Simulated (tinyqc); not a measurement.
Energy and delay of logic against supply voltage: two steps of the calculation.

One expression serves below and above threshold: I(Vg) = Ik [ln(1 + exp((Vg - VT + dd V)/(al nf Vt)))]^al, with I_on = I(V) and I_off = I(0). Gate delay td = kd C V/I_on, clock period LD td. Per gate and cycle the switching energy is act C V^2 and the leakage energy I_off V LD td. No short-circuit current, no variation. Minima are sought above 0.09 V; below a few Vt gates no longer switch and the model has no meaning.

Values chosen for this exercise; values of the order met in logic technologies: temperature T = 330 K; threshold voltage at zero drain bias VT = 0.24 V; slope factor nf = 1.1; barrier lowering per volt of supply dd = 0.12; specific current of a gate Ik = 2.8 uA; exponent of the current law al = 1.37; load capacitance of a gate C = 3.5 fF; delay factor kd = 0.7; logic depth LD = 60; activity factor act = 0.1; supply voltage V = 0.59 V.

Constants: q = 1.602176634e-19 C, kB = 1.380649e-23 J/K, Vt = kB T/q. Results are converted to the units shown.

Problem 1. Currents, delay and energies. I_on, I_off, td, clock frequency 1/(LD td), both energies and their sum.

Give: I_on; I_off; td; clock frequency; switching energy; leakage energy; energy.

Solution 1.

I_on = 64.018 uA
I_off = 12.369 nA
td = 22.579 ps
clock frequency = 0.73813 GHz
switching energy = 121.83 aJ
leakage energy = 9.8869 aJ
energy = 131.72 aJ

I_on/I_off = 5180; leakage makes up 7.51 % of the energy.

Problem 2. New V. Minimum-energy supply: E(V) is the energy per gate and cycle; with h = 0.001 V, E' = (E(V + h) - E(V - h))/(2 h), E'' = (E(V - h) - 2 E(V) + E(V + h))/h^2, V(new) = V - E'/E''.

V after iteration 2 = 0.21308554 V

Wanted: E'; E''; V after iteration 3.

Solution 2.

E' = -3.6224 aJ/V
E'' = 3901.7 aJ/V^2
V after iteration 3 = 0.21401 V

tinyqc, about 0.01 s, one thread, Intel Xeon 2.30GHz (shared host): `OMP_NUM_THREADS=1 python tinyqc.py 2082199 2082200 out.jsonl`
